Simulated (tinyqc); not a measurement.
Quasi-harmonic thermal expansion with mode Grueneisen parameters: one step, computed by the program tinyqc. Command: `OMP_NUM_THREADS=1 python tinyqc.py 3021110 3021111 out.jsonl qha walk`. One thread of a shared host (Intel(R) Xeon(R) Processor @ 2.30GHz), about 0.03 s of CPU time with the checks.

A crystal with two atoms a cell; per atom there are 1 transverse acoustic (TA), 1/2 longitudinal acoustic (LA) and 3/2 optical (O) modes. Every frequency of group i scales as nu_i (V/V0)^(-gamma_i). The acoustic groups have Debye spectra, density 3 nu^2/nu_i^3 up to nu_i (40 Gauss-Legendre points); the optical group has one frequency. Static energy: E = (9 V0 B0/16) [y^3 B' + y^2 (2 - 4 y)], y = (V0/V)^(2/3) - 1, with pressure P_s = (3 B0/2) (z^7 - z^5) [1 + (3/4)(B' - 4)(z^2 - 1)], z = (V0/V)^(1/3).

Task: Mode groups at the static volume. For a mode with x = h nu/(k_B T), n = 1/(exp(x) - 1): U = h nu (n + 1/2), C/k_B = x^2 n (n + 1); U_i and C_i sum these over group i with its weight per atom. Phonon pressure P_ph = sum_i gamma_i U_i/V.

Inputs (values chosen for the exercise, modelled on gallium nitride): static volume V0 = 11.4 angstrom^3/atom; frequency nu_TA = 5.5 THz; frequency nu_LA = 9.64 THz; frequency nu_O = 19 THz; Grueneisen parameter gamma_TA = 0.0083; Grueneisen parameter gamma_LA = 0.99; Grueneisen parameter gamma_O = 1.3; temperature T = 120 K.

Acoustic groups: Debye.

Constants: h x 1 THz = 4.135667696 meV; k_B = 8.617333262e-05 eV/K; 1 eV/angstrom^3 = 160.2176634 GPa.

Give: Groups; phonon pressure at V0.

Result:

Groups:
```
group  h nu_i/(k_B T)  U_i (meV)  C_i (k_B)  gamma_i C_i (k_B)
TA             2.1997     12.710    0.79440          0.0065935
LA             3.8554     8.4770    0.26246            0.25983
O              7.5988     58.992   0.043441           0.056473
```

phonon pressure at V0 = 1.1972 GPa
